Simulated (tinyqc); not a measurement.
Off-state leakage of single and stacked transistors: two steps of the calculation.

n-channel devices of unit width. Subthreshold current I(Vg, Vs, Vd) = I0 (T/300 K)^0.5 exp[(Vg - Vs - VT(T) - gb (Vs - Vb) + dd (Vd - Vs))/(nf Vt)] (1 - exp(-(Vd - Vs)/Vt)), VT(T) = VT - cT (T - 300 K). Gate-edge tunnelling Ig (Vd/1 V) exp(ag (Vd - 1 V)), for a gate at 0 V, and band-to-band leakage Ab u exp(-Bb/u), u = Vd - Vb + 1 V, flow at a drain held at V; both are taken as independent of T. In a stack of off transistors (all gates at 0 V) the same subthreshold current passes through each.

Inputs (values chosen for the exercise); values of the order met in bulk silicon logic transistors:
```
symbol   value       unit                                             meaning
T          330          K                                         temperature
V          0.8          V                                      supply voltage
VT        0.46          V        threshold at 300 K, zero drain and body bias
cT         0.8       mV/K              fall of the threshold with temperature
I0        0.35      uA/um                       current at threshold at 300 K
nf         1.2                                                   slope factor
dd        0.06                                drain-induced lowering per volt
gb        0.18             rise of the threshold per volt of source-body bias
Ig      0.0005      uA/um                 gate-edge tunnelling current at 1 V
ag         5.3        1/V               exponential slope of the gate current
Ab           9  uA/(um V)      prefactor of band-to-band leakage at the drain
Bb          23          V                             its exponential voltage
Vb           0          V                                        body voltage
```

Constants: q = 1.602176634e-19 C, kB = 1.380649e-23 J/K, Vt = kB T/q. Results are converted to the units shown.

Task 1. Leakage of one transistor. Vg = Vs = 0, Vd = V; effective threshold VT(T) - gb Vb - dd V.

Wanted: effective threshold; parts; total; shares.

Result 1.

effective threshold = 0.38800 V
parts (nA/um): subthreshold 0.0042345, gate edge 0.13858, band-to-band 0.045730
total = 0.18855 nA/um
shares (%): subthreshold 2.2459, gate edge 73.500, band-to-band 24.254

The gate edge part is the largest.

Task 2. New Vx. Stack of two, Vx the node between them: I_low = I(0, 0, Vx), I_up = I(0, Vx, V), f = ln(I_up/I_low), f' = -(1 + gb + 2 dd)/(nf Vt) - 1/(Vt (exp(Vx/Vt) - 1)) - 1/(Vt (exp((V - Vx)/Vt) - 1)), Vx(new) = Vx - f/f'.

Vx after iteration 1 = 0.043143245 V

Find: I_low; I_up; f; f'; Vx after iteration 2.

Result 2.

I_low = 8.7362e-4 nA/um
I_up = 8.8298e-4 nA/um
f = 0.010652
f' = -47.976 1/V
Vx after iteration 2 = 0.043365 V

Numbers from tinyqc (`OMP_NUM_THREADS=1 python tinyqc.py 2242182 2242183 out.jsonl`; about 0.03 s on one thread of a shared Intel Xeon 2.30GHz).
